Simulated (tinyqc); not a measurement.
# Worked calculation: MOS structure on a p-type body with a doping step, non-linear Poisson equation by Newton steps

Program tinyqc, `OMP_NUM_THREADS=1 python tinyqc.py 2080137 2080138 out.jsonl`; Intel Xeon 2.30GHz, shared host, one thread, about 0.6 s. Printed values are rounded; ~0 in a residual or rate marks an entry under 1e-11 of the largest of its column.

One dimension, insulator interface at x = 0, acceptor density N1 for x < x1 and Na beyond, net doping C = -(acceptor density). psi is counted from the intrinsic level: n = ni exp((psi - Vb)/Vt), p = ni exp(-psi/Vt); deep in the body psi_b = -Vt ln(Na/ni). The gate acts through Cox = eps0 eox/tox and has the potential psi_G = Vg - (phiM - chi - Vt ln(Nc/ni)). Boltzmann statistics, full ionisation, classical densities, no oxide or interface charge. Acceptors in real wide-gap material are deep and only partly ionised in the neutral body.

Inputs (values chosen for the exercise); band and dielectric values close to those of 4H silicon carbide:
- T = 350 K (temperature)
- Eg = 3.28 eV (band gap)
- eps_r = 9.68 (relative permittivity)
- Nc = 2.15e19 cm^-3 (conduction-band density of states at T)
- Nv = 3.19e19 cm^-3 (valence-band density of states at T)
- chi = 3.61 eV (electron affinity)
- Na = 8.8e16 cm^-3 (acceptor density deep in the body)
- eox = 3.9 (relative permittivity of the gate insulator (close to silicon dioxide))
- tox = 6 nm (insulator thickness)
- phiM = 4.01 eV (gate work function)
- Vb = 0 V (electron quasi-Fermi potential against the body)
- x1 = 120 nm (depth of the doping step)
- N1 = 4.4e17 cm^-3 (acceptor density above the step)
- Vg = 2.41 V (gate voltage against the body)

Constants: q = 1.602176634e-19 C, kB = 1.380649e-23 J/K, Vt = kB T/q, eps0 = 8.8541878128e-14 F/cm where lengths are in cm. Results are converted to the units shown.

Range of the model: On a fine mesh the surface electron density exceeds 0.3 Nc, so degeneracy and confinement would lower the charge and push it away from the interface.

## Scales and end potentials

ni = sqrt(Nc Nv) exp(-Eg/(2 Vt)), Eg in volts; Cox, psi_G and psi_b as defined.

ni = 6.355562e-5 cm^-3
Cox = 0.5755222 uF/cm^2
psi_G = 3.644050 V
psi_b = -1.468212 V

## Net doping on the mesh

x, node 0 to 15 (nm): 0  0.4  1.02  1.98  3.45  5.74  9.28  14.7  23.2  36.3  56.5  87.8  136  211  327  505

C = -(N1 for x < x1 and Na beyond), taken at the nodes.

net doping C, node 0 to 15 (cm^-3): -4.4e17  -4.4e17  -4.4e17  -4.4e17  -4.4e17  -4.4e17  -4.4e17  -4.4e17  -4.4e17  -4.4e17  -4.4e17  -4.4e17  -8.8e16  -8.8e16  -8.8e16  -8.8e16

## Couplings between neighbouring nodes

a_i = eps0 eps_r/h_i for the interval from node i to i + 1, with h_i = x_(i+1) - x_i in cm.

coupling a_i, interval 0 to 14 (F/cm^2): 2.142713e-5  1.382396e-5  8.927973e-6  5.830513e-6  3.742731e-6  2.421145e-6  1.581338e-6  1.008336e-6  6.542636e-7  4.242997e-7  2.738292e-7  1.778185e-7  1.142781e-7  7.388667e-8  4.815086e-8

## Starting potential

psi_b + U (1 - x/W)^2 for x < W and psi_b beyond, with U = Vb - 2 psi_b and W = sqrt(2 eps0 eps_r U/(q Na)).

psi at the start, node 0 to 15 (V): 1.468212  1.455793  1.436594  1.406993  1.361959  1.292512  1.186855  1.029081  0.791381  0.448317  -0.025356  -0.626730  -1.237633  -1.468212  -1.468212  -1.468212

## Iteration 1: densities, residual and Jacobian diagonal

n_i = ni exp((psi_i - Vb)/Vt), p_i = ni exp(-psi_i/Vt), rho_i = p_i - n_i + C_i, g_i = (n_i + p_i)/Vt. Box widths w_i = (h_(i-1) + h_i)/2 in cm. Residual F_i = a_i (psi_(i+1) - psi_i) - a_(i-1) (psi_i - psi_(i-1)) + q rho_i w_i; Jacobian: a_(i-1) and a_i beside the diagonal, b_i = -a_(i-1) - a_i - q g_i w_i on it. Node 0 is free: w_0 = h_0/2, F_0 = a_0 (psi_1 - psi_0) + Cox (psi_G - psi_0) + q rho_0 w_0, b_0 = -a_0 - Cox - q g_0 w_0, with Cox = eps0 eox/tox, psi_G = Vg - (phiM - chi - Vt ln(Nc/ni)). The last node is fixed.

```
node	n (cm^-3)	p (cm^-3)
0	8.8e16	4.590132e-26
1	5.829721e16	6.928834e-26
2	3.084626e16	1.309499e-25
3	1.155992e16	3.494242e-25
4	2.597130e15	1.555300e-24
5	2.597190e14	1.555264e-23
6	7.818271e12	5.166509e-22
7	4.180828e10	9.661522e-20
8	1.579551e7	2.557257e-16
9	181.3969	2.226784e-11
10	2.741845e-5	1.473211e-4
11	6.006656e-14	67247.34
12	9.594650e-23	4.209967e13
13	4.590132e-26	8.8e16
14	4.590132e-26	8.8e16
15	4.590132e-26	8.8e16
```

```
node	residual F (C/cm^2)	diagonal b (F/cm^2)
0	9.844337e-7	-2.201201e-5
1	-3.352580e-9	-3.526689e-5
2	-4.845760e-9	-2.276488e-5
3	-7.077220e-9	-1.476595e-5
4	-1.068079e-8	-9.575837e-6
5	-1.645174e-8	-6.164278e-6
6	-2.526625e-8	-4.002502e-6
7	-3.925205e-8	-2.589674e-6
8	-6.090835e-8	-1.662599e-6
9	-9.390037e-8	-1.078563e-6
10	-1.452213e-7	-6.981289e-7
11	-2.241766e-7	-4.516477e-7
12	-4.529731e-9	-2.934742e-7
13	2.635022e-8	-4.652487e-6
14	~0	-6.993821e-6
```

## Iteration 1: Newton step

Solve the tridiagonal system a_(i-1) d_(i-1) + b_i d_i + a_i d_(i+1) = -F_i for nodes 0 to 14, with d = 0 on fixed nodes. Each component d is damped to sign(d) Vt ln(1 + |d|/Vt) before it is added.

Newton step d, before damping, node 0 to 14 (V): 0.772993  0.748149  0.710738  0.654386  0.570146  0.442165  0.251195  -0.025215  -0.419772  -0.934758  -1.507553  -1.864767  -1.154148  -0.022689  -0.000240
psi after iteration 1, node 0 to 15 (V): 1.567200  1.553833  1.533149  1.501161  1.452166  1.375488  1.254206  1.010755  0.709870  0.343795  -0.143933  -0.751608  -1.348334  -1.485130  -1.468451  -1.468212

## Course of the Newton iteration

Stop when the largest undamped |d| is below 1e-9 V, or after 80 iterations.

Course of the iteration:
```
iteration	largest |F| (C/cm^2)	largest |d| (V)	at node
1	9.84e-7	1.86	11
2	9.00e-7	1.80	11
3	7.21e-7	1.26	11
4	3.17e-7	1.13	11
5	1.83e-7	1.02	11
6	1.64e-7	0.909	11
7	1.45e-7	0.782	10
8	1.21e-7	0.470	10
9	1.06e-7	0.224	10
10	8.49e-8	0.157	10
11	6.03e-8	0.102	10
12	3.70e-8	0.0573	10
13	1.73e-8	0.0252	10
14	4.79e-9	6.87e-3	10
15	4.76e-10	6.81e-4	10
16	5.29e-12	7.58e-6	10
17	6.65e-16	9.53e-10	10
```

Converged in 17 iterations. Once the step is below 0.1 Vt, 2 more iteration(s) reach the threshold: near the solution the error is roughly squared each time.

## Converged densities and sheet charges

converged psi, node 0 to 15 (V): 1.675212  1.634982  1.585994  1.516960  1.414199  1.257776  1.024458  0.687203  0.206956  -0.416820  -1.102041  -1.500875  -1.469996  -1.468256  -1.468213  -1.468212

n and p as above; box widths w_i (half boxes at both ends); band bending psi_0 - psi_b; N_inv = sum w n; N_dep = -sum w (p + C); centroid sum w n x/N_inv; gate charge Cox (psi_G - psi_0)/q.

```
node	n (cm^-3)	p (cm^-3)
0	8.416646e19	4.799200e-29
1	2.217486e19	1.821575e-28
2	4.369780e18	9.243752e-28
3	4.430086e17	9.117918e-27
4	1.468007e16	2.751565e-25
5	8.209792e13	4.920120e-23
6	3.586742e10	1.126180e-19
7	4.993872e5	8.088546e-15
8	0.06070052	6.654500e-8
9	6.327130e-11	63.84121
10	8.599386e-21	4.697215e11
11	1.554216e-26	2.598942e17
12	4.326515e-26	9.336189e16
13	4.583472e-26	8.812787e16
14	4.590062e-26	8.800135e16
15	4.590132e-26	8.8e16
```

band bending = 3.143424 V
N_inv = 3.216069e12 cm^-2
N_dep = 3.856249e12 cm^-2
centroid of the electrons = 0.2862866 nm
gate charge over q = 7.072318e12 cm^-2

N_inv + N_dep is within 0.01 % of the gate charge. A mesh of about 600 nodes or more gives a band bending of 3.151 V and N_inv = 3.196e12 cm^-2; this mesh is 0.62 % above the latter.
